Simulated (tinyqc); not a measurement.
Thermal and gravitational stress in a wafer during furnace and rapid thermal processing, and the onset of slip: one step, computed by the program tinyqc. Command: `OMP_NUM_THREADS=1 python tinyqc.py 3008838 3008839 out.jsonl slip walk`. One thread of a shared host (Intel(R) Xeon(R) Processor @ 2.30GHz), about 0.01 s of CPU time with the checks.

A thin free disc in plane stress, isotropic; T(r) = T_centre + dT (r/R)^n. Stress is positive in tension; sigma_SB = 5.670374419e-8 W/(m^2 K^4), g = 9.80665 m/s^2.

Task: Slip criterion. With x = r/R: s_rr = alpha E dT (1 - x^n)/(n + 2), s_tt = alpha E dT [1 - (n + 1) x^n]/(n + 2). Critical resolved stress tau_c = A exp(U/(k_B T)), a form chosen for the exercise; slip when 0.492799 |s_tt(R)| > tau_c; allowed |dT| = tau_c (n + 2)/(0.492799 n alpha E).

Inputs (values chosen for the exercise, modelled on silicon):
```
quantity                              value    unit
Young's modulus E                       143     GPa
expansion alpha                        4.32  1e-6/K
edge less centre temperature dT          34       K
exponent n of the profile                 4       -
temperature T                          1200       K
prefactor A of the critical stress  0.00052     MPa
energy U of the critical stress        1.03      eV
```

Temperature profile: edge zone, power law.

hoop stress at the edge = -14.00256 MPa

Constants: k_B = 8.617333262e-05 eV/K.

Give: critical stress tau_c; resolved over critical stress; allowed |dT|.

Result:

critical stress tau_c = 11.01 MPa

resolved over critical stress = 0.6267

allowed |dT| = 54.25 K

No slip; the margin is a factor 1.6.
